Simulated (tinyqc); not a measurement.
Worked calculation: geometry optimisation on the RHF/sto-6g surface (energies and gradients from PySCF), for H3+, spin multiplicity 1. Computed by tinyqc, a small Python program that keeps every step (integrals from PySCF). Settings: charge = 1, multiplicity = 1, basis = sto-6g, optimiser = bfgs, first Hessian = 1.0, largest step = 0.3, iteration cap = 30. Command: `OMP_NUM_THREADS=1 python tinyqc.py 21314 21315 out.jsonl` (the two numbers bound the seeds that draw the settings). One thread of a shared host (Intel(R) Xeon(R) Processor @ 2.60GHz), about 1 s of CPU time with the checks.

## Step 1: energy and gradient

positions at the start (bohr):
```
,x,y,z
1H,-0.011338,0.037795,0.018897
2H,0.030236,0.018897,1.751776
3H,0.005669,0.020787,-1.759335
```

Self-consistent energy and analytic gradient at these positions.

energy = -1.20781624 hartree

gradient (hartree/bohr):
```
,x,y,z
1H,-0.00031059,0.00020536,0.00426086
2H,0.00035879,-0.00010045,0.03174745
3H,-0.00004820,-0.00010490,-0.03600832
```

## Step 1: move

Quasi-Newton step p = -H^(-1) g (first H = 1 times the unit matrix); steps longer than 0.3 bohr are cut back.

positions after step 1 (bohr):
```
,x,y,z
1H,-0.011028,0.037589,0.014636
2H,0.029877,0.018998,1.720029
3H,0.005717,0.020892,-1.723327
```

## Step 2: energy and gradient

As before.

energy = -1.20992302 hartree

gradient (hartree/bohr):
```
,x,y,z
1H,-0.00009057,0.00006873,0.00361342
2H,0.00020804,-0.00003127,0.02564062
3H,-0.00011747,-0.00003746,-0.02925404
```

## Step 2: move

inverse Hessian in use (bohr^2/hartree):
```
,1,2,3,4,5,6,7,8,9
1,0.999950,0.000027,-0.000990,-0.000015,-0.000015,-0.006474,0.000065,-0.000012,0.007464
2,0.000027,0.999986,0.000740,0.000017,0.000008,0.004919,-0.000044,0.000006,-0.005659
3,-0.000990,0.000740,1.036545,0.002146,-0.000339,0.259877,-0.001155,-0.000401,-0.296422
4,-0.000015,0.000017,0.002146,1.000102,-0.000007,0.014940,-0.000087,-0.000011,-0.017086
5,-0.000015,0.000008,-0.000339,-0.000007,0.999996,-0.002237,0.000021,-0.000003,0.002576
6,-0.006474,0.004919,0.259877,0.014940,-0.002237,2.843774,-0.008466,-0.002682,-2.103650
7,0.000065,-0.000044,-0.001155,-0.000087,0.000021,-0.008466,1.000021,0.000023,0.009621
8,-0.000012,0.000006,-0.000401,-0.000011,-0.000003,-0.002682,0.000023,0.999998,0.003083
9,0.007464,-0.005659,-0.296422,-0.017086,0.002576,-2.103650,0.009621,0.003083,3.400072
```

Quasi-Newton step p = -H^(-1) g (the inverse Hessian comes from BFGS updates; coordinates in the order x, y, z of each atom); steps longer than 0.3 bohr are cut back.

positions after step 2 (bohr):
```
,x,y,z
1H,-0.010549,0.037226,-0.004445
2H,0.028778,0.019163,1.584628
3H,0.006338,0.021090,-1.568845
```

## Convergence

Stop when the largest gradient component is below 3e-5 hartree/bohr. The inverse Hessian follows the BFGS update with s = step, y = change of gradient.

Course of the optimisation:
```
step,E (hartree),largest gradient (hartree/bohr)
1,-1.20781624,3.60e-02
2,-1.20992302,2.93e-02
3,-1.21302015,1.14e-02
4,-1.21329584,1.84e-03
5,-1.21330728,9.17e-04
6,-1.21330978,9.84e-04
7,-1.21332413,1.77e-03
8,-1.21344748,8.89e-03
9,-1.21424909,1.74e-02
10,-1.21910943,2.97e-02
11,-1.22644857,3.72e-02
12,-1.23036591,5.51e-02
13,-1.23266952,5.36e-02
14,-1.24466364,4.06e-02
15,-1.24964643,3.07e-02
16,-1.25060864,1.65e-02
17,-1.25124038,1.65e-02
18,-1.25295579,1.63e-02
19,-1.25357594,6.78e-03
20,-1.25370183,2.38e-03
21,-1.25372843,4.27e-04
22,-1.25372933,5.74e-06
```

Final distances (angstrom):
```
pair,distance
2H-1H,0.964682
3H-1H,0.964715
3H-2H,0.964714
```

Converged in 22 steps.
